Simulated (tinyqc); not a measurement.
# Energy and delay of logic against supply voltage: energy and delay against supply voltage

One expression serves below and above threshold: I(Vg) = Ik [ln(1 + exp((Vg - VT + dd V)/(al nf Vt)))]^al, with I_on = I(V) and I_off = I(0). Gate delay td = kd C V/I_on, clock period LD td. Per gate and cycle the switching energy is act C V^2 and the leakage energy I_off V LD td. No short-circuit current, no variation. Minima are sought above 0.09 V; below a few Vt gates no longer switch and the model has no meaning.

EDP = energy times td.

Inputs (values chosen for the exercise); values of the order met in logic technologies:
```
symbol,value,unit,meaning
T,330,K,temperature
VT,0.24,V,threshold voltage at zero drain bias
nf,1.1,,slope factor
dd,0.12,,barrier lowering per volt of supply
Ik,2.8,uA,specific current of a gate
al,1.37,,exponent of the current law
C,3.5,fF,load capacitance of a gate
kd,0.7,,delay factor
LD,60,,logic depth
act,0.1,,activity factor
```

Constants: q = 1.602176634e-19 C, kB = 1.380649e-23 J/K, Vt = kB T/q. Results are converted to the units shown.

Results:
```
V (V),I_on (uA),I_off (nA),td (ps),switching (aJ),leakage (aJ),energy (aJ),EDP (fJ ps)
0.15,0.24887,2.3084,1476.7,7.8750,30.679,38.554,56.932
0.27,5.6328,3.6523,117.44,25.515,6.9484,32.463,3.8124
0.38,20.944,5.5590,44.452,50.540,5.6340,56.174,2.4970
0.5,43.997,8.7834,27.843,87.500,7.3367,94.837,2.6405
0.73,98.798,21.033,18.103,186.51,16.677,203.19,3.6783
0.85,131.59,33.076,15.826,252.88,26.697,279.57,4.4245
0.97,166.76,51.866,14.251,329.31,43.017,372.33,5.3061
1.08,200.89,78.065,13.172,408.24,66.630,474.87,6.2548
1.2,239.99,121.33,12.251,504.00,107.02,611.02,7.4855
```

Estimate the missing row, V = 0.62 V.

Computed row:
```
V (V),I_on (uA),I_off (nA),td (ps),switching (aJ),leakage (aJ),energy (aJ),EDP (fJ ps)
0.62,71.123,13.862,21.357,134.54,11.013,145.55,3.1086
```

With this row back in the table: td falls from 1480 to 12.3 ps; the energy goes from 38.6 through a minimum of 32.5 (at V = 0.27 V among the rows listed) to 611 aJ and the EDP goes from 56.9 through a minimum of 2.50 (at V = 0.38 V among the rows listed) to 7.49 fJ ps. The exact minima lie at V = 0.214 V for the energy and 0.406 V for the EDP. Going from 1.2 V to the energy minimum saves a factor of 22.0 in energy and costs a factor of 25.4 in delay. Below the minimum the leakage energy rises faster than the switching energy falls, because the clock period grows so steeply.

Numbers from tinyqc (`OMP_NUM_THREADS=1 python tinyqc.py 2082199 2082200 out.jsonl`; about 0.01 s on one thread of a shared Intel Xeon 2.30GHz).
